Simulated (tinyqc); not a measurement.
What moves the moment: Stoner model of a band ferromagnet.

Density of states per atom and spin: flat with a rise to the top, D(e) = (M/W) [1 - sp + 4 sp (e/W + 1/2)^3]. Levels e -/+ I m/2 for up and down spin, m = n_up - n_down, n_up + n_down = nd. At zero temperature e(N) is the energy below which N states lie, and E(m) = sum over spins of integral e D de - I m^2/4.

Parameters, chosen for this exercise:

| symbol | value | unit | meaning |
|---|---|---|---|
| W | 4.2 | eV | band width, e from -W/2 to W/2 |
| M | 5 |  | states per atom and spin |
| nd | 7.1 |  | electrons per atom |
| sp | 0.47 |  | shape parameter |
| I | 0.71 | eV | Stoner parameter |

Lowest state for each case.

Results for these values:

| case | I D(EF) | m (muB) | E - E(0) (meV) |
|---|---|---|---|
| base | 1.453 | 2.900 | -434.6 |

What happens to each result for sp = 0.57, all else kept?

Answer: I D(EF) rises from 1.453 to 1.654; m does not change at the printed digits; E - E(0) falls from -434.6 to -562.8.

The same for each parameter in turn:

| case | I D(EF) | m (muB) | E - E(0) (meV) |
|---|---|---|---|
| base | 1.453 | 2.900 | -434.6 |
| W = 3.864 eV | 1.579 | 2.900 | -519.3 |
| I = 0.767 eV | 1.569 | 2.900 | -554.5 |
| nd = 6.8 | 1.391 | 3.200 | -459.4 |
| sp = 0.57 | 1.654 | 2.900 | -562.8 |

Program tinyqc; command `OMP_NUM_THREADS=1 python tinyqc.py 1651243 1651244 out.jsonl`; about 0.2 s on one thread of a shared Intel(R) Xeon(R) Processor @ 2.30GHz.
